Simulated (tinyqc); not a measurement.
Forward curve with series resistance: current of a Schottky diode by thermionic-emission-diffusion theory, and its read-back from I-V-T and C-V data. Computed by tinyqc, a small Python program. Command: `OMP_NUM_THREADS=1 python tinyqc.py 3026157 3026158 out.jsonl schottky walk`. One thread of a shared host (Intel(R) Xeon(R) Processor @ 2.30GHz), about 0.01 s of CPU time with the checks.

Full ionisation, no tunnelling, no recombination current. V is the voltage across the junction itself, forward positive.

Inputs (values chosen for the exercise, modelled on p-type silicon):

| quantity | value | unit |
|---|---|---|
| Richardson constant A* | 33.3 | A/(cm^2 K^2) |
| effective density of states at 300 K, N_c | 2.6e+19 | 1/cm^3 |
| permittivity eps | 11.7 | - |
| mobility mu | 430 | cm^2/(V s) |
| barrier without image force phi_0 | 0.569 | eV |
| doping N | 2.2e+17 | 1/cm^3 |
| series resistance R_s | 0.27 | milliohm cm^2 |
| junction voltage V | 0.24 | V |
| temperature T | 423 | K |

Barrier: uniform.

Constants: k_B = 8.617333262e-05 eV/K; e = 1.602176634e-19 C; eps_0 = 8.8541878128e-12 F/m.

Method:
- N_c(T) = N_c (T/300 K)^(3/2); V_bi = phi_0 - (k_B T/e) ln(N_c(T)/N); surface field F = sqrt(2 e N (V_bi - V - k_B T/e)/(eps eps_0)); image lowering d_phi = sqrt(e F/(4 pi eps eps_0)); effective barrier phi = phi_0 - d_phi.
- Collection velocity v_R = A* T^2/(e N_c(T)); diffusion velocity v_D = mu F; J = e N_c(T) v_R/(1 + v_R/v_D) exp(-phi/k_B T) [exp(e V/k_B T) - 1].
- Terminal voltage V + J R_s; apparent ideality from neighbouring rows, (e/k_B T) dV_terminal/d ln J.

built-in voltage V_bi = 0.376260 V

Forward curve; the last column belongs to the interval up to the next row:

| V (V) | J (A/cm^2) | terminal voltage (V) | apparent n |
|---|---|---|---|
| 0.0758 | 20.8 | 0.0814 | 1.192 |
| 0.1050 | 48.4 | 0.1181 | 1.561 |
| 0.1350 | 109.7 | 0.1646 | 2.258 |
| 0.1640 | 236.7 | 0.2279 | 3.712 |
| 0.1940 | 517.2 | 0.3337 | 6.757 |
| 0.2230 | 1088.7 | 0.5169 | 13.138 |
| 0.2530 | 2318.0 | 0.8789 | 26.112 |
| 0.2820 | 4709.7 | 1.5536 | - |

What follows from these numbers?

The resistance takes over where J R_s exceeds k_B T/e, at J = 135 A/cm^2; the apparent ideality climbs from 1.19 to 26.1, so barrier and n must be read below that current. Rows where the resistance drops more than 1 V are formal, since self-heating is left out.
